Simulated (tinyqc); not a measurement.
From a target to a composition: model-solid line-up of a strained alloy layer on a substrate.

Problem. A layer of the alloy is strained to the substrate, and its gap (Ec minus the top valence edge) is given. Find x between 0.02 and 0.36, where the gap is monotonic.

All values of the alloy are linear in x but the gap, Eg(x) = (1 - x) Eg_A + x Eg_B - C x (1 - x), and the valence edge, Ev(x) = (1 - x) Ev_A + x Ev_B + fv C x (1 - x); Ec = Ev + Eg. Ev is the top of the unstrained valence band on a scale common to all materials. In the layer only the Gamma valley of the conduction band is followed, also where an X or L valley would lie lower.

Coherent growth on a (111) face: e_par = (a_s - a)/a, e_perp = -(2 C11 + 4 C12 - 4 C44)/(C11 + 2 C12 + 4 C44) e_par; exx = eyy = ezz = (2 e_par + e_perp)/3 and exy = eyz = ezx = (e_perp - e_par)/3.

Strained edges: Ec + ac tr(e); the valence edges are Ev plus the levels of the 6 x 6 matrix of X, Y, Z times spin with -Dso/3 + l exx + m (eyy + ezz) on the diagonal (cyclic), n exy off it, l = av + 2 b, m = av - b, n = sqrt(3) d. Spin-orbit term (Dso/3) L.sigma on X, Y, Z with (L_k)_ij = -i epsilon_kij: <X+|H|Y+> = -i Dso/3, <X+|H|Z-> = Dso/3, <Y+|H|Z-> = -i Dso/3, <Z+|H|X-> = -Dso/3, <Z+|H|Y-> = i Dso/3, <X-|H|Y-> = i Dso/3, and their conjugates; + and - are the spin along z.

Values chosen for the exercise (A near GaAs, B near AlAs, substrate near Ge; the results hold for these values, not for the real material): a = (5.652, 5.664) angstrom (lattice constant of A, B); Eg = (1.517, 3.065) eV (gap at Gamma to the s-like level of A, B); Dso = (0.339, 0.28) eV (spin-orbit splitting of A, B); Ev = (-0.81, -1.34) eV (top of the unstrained valence band of A, B); ac = (-7.07, -5.7) eV (conduction deformation potential of A, B); av = (1.16, 2.51) eV (valence hydrostatic potential of A, B); b = (-2.01, -2.27) eV (tetragonal shear potential of A, B); d = (-4.81, -3.39) eV (trigonal shear potential of A, B); C11 = (122.5, 124.4) GPa (of A, B); C12 = (56, 53.1) GPa (of A, B); C44 = (60.1, 54.2) GPa (of A, B); C = 0.37 eV (bowing of the gap); fv = 0.3 (share of the bowing taken by the valence edge); a_s = 5.662 angstrom (substrate); face = 111 (growth face).

strained gap = 1.972843 eV

Find: x; e_par; gap of the relaxed alloy.

Solution. Bisect on x; the strained gap is 1.5118 eV at x = 0.02 and 1.9728 eV at x = 0.36.

x = 0.360
e_par = 0.100 %
gap of the relaxed alloy = 1.989 eV

Program tinyqc; command `OMP_NUM_THREADS=1 python tinyqc.py 1080254 1080255 out.jsonl`; about 0.02 s on one thread of a shared Intel(R) Xeon(R) Processor @ 2.30GHz.
